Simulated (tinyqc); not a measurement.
Well width for a wanted wavelength.

Problem. The layer is x parts of the first compound and 1 - x of the second, grown coherently on the second as substrate and barrier. Rows of the table: lattice constant a, average valence level Ea on an absolute scale, spin-orbit splitting so, gaps at Gamma, X and L, hydrostatic deformation potentials av and ac (Gamma), shear potential b, elastic constants, electron and heavy-hole (along z) masses. All are interpolated linearly in x; gaps get -C x (1 - x), taken wholly in the conduction band; real line-ups can differ from this model by 0.1 eV or more. In-plane strain e = (a_substrate - a)/a, e_z = -2 (c12/c11) e, volume change 2 e + e_z. With v = 2 e + e_z and d = 2 b (e_z - e): Eav = Ea + av v; E_hh = Eav + so/3 - d/2; E_lh = Eav - so/6 + d/4 + sqrt(so^2 + so d + 9 d^2/4)/2; E_c = Ea + so/3 + EG + ac v (Gamma). Substrate: E_v = Ea + so/3, E_c = E_v + EG. Well depths: dEc = E_c(substrate) - E_c, dEhh = E_hh - E_v(substrate), dElh likewise; strained Gamma gap E_c - max(E_hh, E_lh); positive values confine carriers in the layer. Lowest level of a finite well of width Lw and depth V: kw Lw/2 = arctan(sqrt((mw/mb)(V - E)/E)), kw = sqrt(mw E/C), C = hbar^2/(2 m0), for electrons (dEc) and heavy holes (dEhh), mb from the substrate; transition E_c - E_hh + both levels, without exciton binding; wavelength h c/E. Find Lw and the two levels.

Values chosen for this exercise:
```
symbol  value  unit                                      meaning
x        0.29        fraction of the first compound in the layer
CG      0.477    eV                      bowing of the Gamma gap
CX        1.4    eV                          bowing of the X gap
CL       0.33    eV                          bowing of the L gap
```

Constants: q = 1.602176634e-19 C, hbar = 1.054571817e-34 J s, h = 6.62607015e-34 J s, m0 = 9.1093837015e-31 kg, c = 299792458 m/s, hbar^2/(2 m0) = 0.0380998212 eV nm^2. Results are converted to the units shown.

Binary compounds, values chosen for the exercise:
```
	close to InAs	close to GaAs
a (angstrom)	6.058	5.653
Ea (eV)	-6.67	-6.92
so (eV)	0.384	0.343
EG (eV)	0.358	1.44
EX (eV)	1.37	1.91
EL (eV)	1.07	1.71
av (eV)	0.999	1.15
ac (eV)	-5.05	-7.09
b (eV)	-1.82	-1.72
c11 (GPa)	84	119
c12 (GPa)	44.8	54.2
me (m0)	0.023	0.0667
mh (m0)	0.331	0.346
```

wavelength = 1081.6003 nm

Solution. Both levels fall steadily as the well widens, so the wavelength rises steadily and one width matches.

Lw = 14.3 nm
electron level = 20.2 meV
heavy-hole level = 4.18 meV

tinyqc, about 0.01 s, one thread, Intel Xeon 2.30GHz (shared host): `OMP_NUM_THREADS=1 python tinyqc.py 2690041 2690042 out.jsonl`
